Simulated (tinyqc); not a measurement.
Inside a calculation. Model: van der Pauw, Hall and four-point-probe measurements on a doped layer.

tinyqc, about 0.01 s, one thread, Intel Xeon 2.30GHz (shared host): `OMP_NUM_THREADS=1 python tinyqc.py 2850196 2850197 out.jsonl` Printed values are rounded.

A uniform n-type layer with sheet resistance Rs = 1/(q ns mu), point contacts, low field (mu B small).

Values chosen for this exercise:

| symbol | value | unit | meaning |
|---|---|---|---|
| ns | 2.5e15 | cm^-2 | sheet density of the layer |
| mu | 120 | cm^2/(V s) | drift mobility |
| rH | 1.1 |  | Hall factor |
| B | 0.55 | T | magnetic field |
| I | 10 | uA | current |
| ar | 1.19 |  | side ratio a/b of a rectangular sample with corner contacts |
| t | 390 | nm | thickness of the layer |

Constants: q = 1.602176634e-19 C. Results are converted to the units shown.

## Resistances and Hall voltage

Rs = 1/(q ns mu). For a rectangle with contacts at the corners, RA = (8 Rs/pi) sum_(k>=0) ln coth((2k + 1) pi a/(2 b)) with current along a short side b and voltage along the opposite one, RB the same with a and b exchanged; Hall voltage VH = rH B I/(q ns), negative for electrons.

Rs = 20.8050 ohm/square
RA = 2.52266 ohm
RB = 7.61300 ohm
VH = -0.00151045 mV

RB/RA = 3.02; for a square both equal Rs ln 2/pi = 4.59 ohm.

## Starting value

z = 2 ln 2/(pi (RA + RB)), exact for RA = RB.

z at the start = 43.5365 mS

## Iteration 1: new z

The van der Pauw equation exp(-pi RA z) + exp(-pi RB z) = 1 is solved for z = 1/Rs: e1 = exp(-pi RA z), e2 = exp(-pi RB z), f = e1 + e2 - 1, f' = -pi (RA e1 + RB e2), z(new) = z - f/f'.

e1 = 0.708196
e2 = 0.353009
f = 0.0612058
f' = -0.0140555 kohm
z after iteration 1 = 47.8911 mS

## Iteration 2: new z

As before.

e1 = 0.684173
e2 = 0.318094
f = 0.00226668
f' = -0.0130300 kohm
z after iteration 2 = 48.0650 mS

## Course of the iteration

Stop when the step is below 1e-10 mS, or after 40 iterations.

Course of the iteration:
```
iteration  z before the step (mS)  step (mS)
1                         43.5365       4.35
2                         47.8911      0.174
3                         48.0650    2.62e-4
4                         48.0653   5.91e-10
5                         48.0653          0
```

Converged in 5 iterations.

## Sheet density, mobility and bulk values

converged z = 48.0653 mS

Rs = 1/z; Hall sheet density B I/(q |VH|); Hall mobility |VH|/(Rs B I); true values ns = rH times the Hall density, mu = Hall mobility/rH; bulk density ns/t, resistivity Rs t; correction factor F = Rs/[(pi/ln 2)(RA + RB)/2].

Rs = 20.8050 ohm/square
Hall sheet density = 2.27273e15 cm^-2
Hall mobility = 132 cm^2/(V s)
ns = 2.5e15 cm^-2
mu = 120 cm^2/(V s)
bulk density = 6.41026e19 cm^-3
resistivity = 8.11396e-4 ohm cm
F = 0.905778

Taking the mean of RA and RB without F would overstate Rs by 10 %.
